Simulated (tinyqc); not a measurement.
What the s* orbital does: sp3s* tight binding.

sp3s* tight binding, nearest neighbours only: anion (a) at 0, cation (c) at a/4 (1,1,1), orbitals s, px, py, pz, s* on each; k in units of 2 pi/a. With phases e_j = exp(i (pi/2) k.n_j) for n = (1,1,1), (1,-1,-1), (-1,1,-1), (-1,-1,1): g0 = (e1+e2+e3+e4)/4, g1 = (e1+e2-e3-e4)/4, g2 = (e1-e2+e3-e4)/4, g3 = (e1-e2-e3+e4)/4. The diagonal holds the levels Esa, Epa, Exa (s*) and Esc, Epc, Exc. Anion-cation block: <sa|sc> = Vss g0; <sa|xc> = Vsapc g1; <xa|sc> = -Vscpa g1; <xa|xc> = Vxx g0; <xa|yc> = <ya|xc> = Vxy g3, <xa|zc> = <za|xc> = Vxy g2, <ya|zc> = <za|yc> = Vxy g1; <s*a|xc> = Vxapc g1; <xa|s*c> = -Vpaxc g1; y and z take g2 and g3 in place of g1; s-s* and s*-s* vanish.

Values chosen for the exercise (near a published set for Si, fitted to gaps, whose masses and valley positions are rough; shifted at random, so the results belong to these values and not to a real crystal): Esa = -4.2 eV (s level of the anion); Epa = 1.727 eV (p level of the anion); Esc = -4.2 eV (s level of the cation); Epc = 1.727 eV (p level of the cation); Exa = 6.73 eV (s* level of the anion); Exc = 6.73 eV (s* level of the cation); Vss = -8.361 eV (s-s); Vxx = 1.728 eV (px-px); Vxy = 4.553 eV (px-py); Vsapc = 5.716 eV (s anion, p cation); Vscpa = 5.716 eV (s cation, p anion); Vxapc = 5.387 eV (s* anion, p cation); Vpaxc = 5.387 eV (p anion, s* cation).

The s* couplings Vxapc and Vpaxc are scaled by f; f = 0 is the plain sp3 model. Gaps from the top of the valence band at Gamma; the Delta value is the minimum on (x,0,0), 0.5 <= x <= 1.

Gaps (eV):

| f | Gamma | Delta | L | x of the minimum |
|---|---|---|---|---|
| 0.00 | 3.4560 | 4.0995 | 4.0548 | 0.500 |
| 0.25 | 3.4560 | 3.8124 | 3.8683 | 0.500 |
| 0.50 | 3.4560 | 3.1545 | 3.4487 | 0.564 |
| 0.75 | 3.4560 | 2.1982 | 2.9729 | 0.700 |
| 0.90 | 3.4560 | 1.5857 | 2.6962 | 0.725 |
| 1.00 | 3.4560 | 1.1770 | 2.5104 | 0.733 |
| 1.10 | 3.4560 | 0.7711 | 2.0872 | 0.737 |

The gap at Gamma stays, since g1 to g3 vanish there. From f = 0 to 1 the s* levels lower the Delta value by 2.922 eV and L by 1.544 eV. For f = 0 and 0.25 the least value lies at x = 0.5, the end of the range: any valley further out lies above that value until s* has lowered it enough. The lowest of the three is Gamma at f = 0 and the Delta line at f = 1.

Run: tinyqc, `OMP_NUM_THREADS=1 python tinyqc.py 1480131 1480132 out.jsonl`; Intel(R) Xeon(R) Processor @ 2.30GHz, one thread, shared host; about 0.1 s of CPU time with all checks.
